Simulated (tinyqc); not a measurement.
Worked calculation: Ewald sum of point charges, fcc lattice in a neutralising background. Computed by tinyqc, a small Python program that keeps every step. Command: `OMP_NUM_THREADS=1 python tinyqc.py 21306 21307 out.jsonl` (the two numbers bound the seeds that draw the settings). One thread of a shared host (Intel(R) Xeon(R) Processor @ 2.60GHz), about 0.03 s of CPU time with the checks.

## Ewald sum with eta = 0.423 1/bohr

cell vectors (rows) (bohr):
```
          1         2         3
1  0.000000  4.320000  4.320000
2  4.320000  0.000000  4.320000
3  4.320000  4.320000  0.000000
```

Charges:
```
q               f1        f2        f3
2.000000  0.000000  0.000000  0.000000
```

Real space: 1/2 sum q_i q_j erfc(eta r)/r over all images with r > 0; reciprocal space: (2 pi/V) sum_(G != 0) exp(-G^2/4 eta^2)/G^2 |S(G)|^2 with S(G) = sum q exp(i G.r); self term -eta/sqrt(pi) sum q^2; background -pi Q^2/(2 V eta^2), Q the total charge.

Real-space shells (first ones):
```
r (bohr)   pairs  sum (hartree)
6.109403      12       0.001011
8.640000       6       3.28e-07
10.581796     24       1.11e-09
12.218805     12              0
13.661039     24              0
```

Reciprocal shells (first ones that count):
```
G^2 (1/bohr^2)  vectors  sum (hartree)
1.586549              8       0.085641
2.115399              6       0.023009
4.230798             12       0.001198
5.817347             24       0.000190
6.346196              8       0.000028
8.461595              6       8.11e-07
10.048144            24       2.98e-07
10.576994            24       1.35e-07
12.692392            24       5.86e-09
14.278942            32       7.56e-10
```

## The total does not depend on eta

The same sums for other eta.

Totals (hartree per cell):
```
eta           real  reciprocal       self  background        total
0.423000  0.001012    0.110066  -0.954609   -0.217780  -1.06131067
0.534000  0.000016    0.280435  -1.205109   -0.136652  -1.06131067
0.804000  1.47e-11    0.813405  -1.814434   -0.060282  -1.06131067
```

shortest distance = 6.109403 bohr
